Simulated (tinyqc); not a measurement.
Recursion (Haydock) method for the local density of states: bulk site of a square lattice, step by step. Values are carried at full precision from step to step, so a last printed digit may differ when a step is redone from the rounded ones.

One orbital a site at energy 0, hopping -t to the 4 nearest neighbours of a square lattice; the start u0 is a site in the bulk, with energy V. Recursion: a_n = <u_n|H|u_n>, b_(n+1) u_(n+1) = (H - a_n) u_n - b_n u_(n-1), b > 0. G(z) = 1/(z - a0 - b1^2/(z - a1 - b2^2/(...))), z = E + i eta. After n levels the tail is b_n^2 T with the square-root terminator T = (z - sqrt(z - 2b) sqrt(z + 2b))/(2 b^2), b = 2t so that the band edges lie at -/+ 4t.

Inputs chosen for the exercise: t = 1.38 eV (hopping); V = 0 eV (shift of the starting site); n = 5 (levels kept); E = -2.8 eV (energy); eta = 0.069 eV (broadening).

## The coefficients

Carry the recursion for n levels; the lattice is large enough that no wall is met.

Coefficients:
```
n  a_n (eV)  b_(n+1) (eV)  b_(n+1)^2/t^2
0    0.0000       2.76000         4.0000
1    0.0000       3.08577         5.0000
2    0.0000       2.69012         3.8000
3    0.0000       2.86338         4.3053
4    0.0000       2.71574         3.8727
```

b1^2/t^2 = 4 counts the neighbours of the start. All a_n vanish because the lattice is bipartite and V = 0. The b_n tend to a quarter of the band width, 2.760 eV.

## Moments from the coefficients

For a1 = a2 = 0: mu1 = a0, mu2 = a0^2 + b1^2, mu3 = a0^3 + 2 a0 b1^2, mu4 = a0^4 + 3 a0^2 b1^2 + b1^4 + b1^2 b2^2.

mu1 to mu4 (eV^n): [0.000, 7.618, 0.000, 130.563]

mu4/t^4 = 36 is the number of closed walks of four steps.

## The continued fraction at one energy

Start from the terminator and work up: G_i = 1/(z - a_i - S_i), S_i = b_(i+1)^2 G_(i+1), with T in place of G_n. The density is -Im G_0/pi.

Levels of the fraction:
```
i         S_i (eV)       G_i (1/eV)
4  -1.3358-2.2698i  -0.1923-0.3072i
3  -1.5767-2.5185i  -0.1493-0.3159i
2  -1.0807-2.2859i  -0.2022-0.2770i
1  -1.9257-2.6376i  -0.1081-0.3346i
0  -0.8233-2.5486i  -0.1837-0.2433i
```

local density of states = 0.0774 1/eV

A direct sum over the zone gives 0.0784 1/eV at the same z; 5 levels miss it by -1.3 %.

## Checks

- G from 10 levels against a direct sum over the zone at E = 8.8320 eV, above the band (1/eV): both 0.12766.

Run: tinyqc, `OMP_NUM_THREADS=1 python tinyqc.py 1481948 1481949 out.jsonl`; Intel(R) Xeon(R) Processor @ 2.30GHz, one thread, shared host; about 0.01 s of CPU time with all checks.
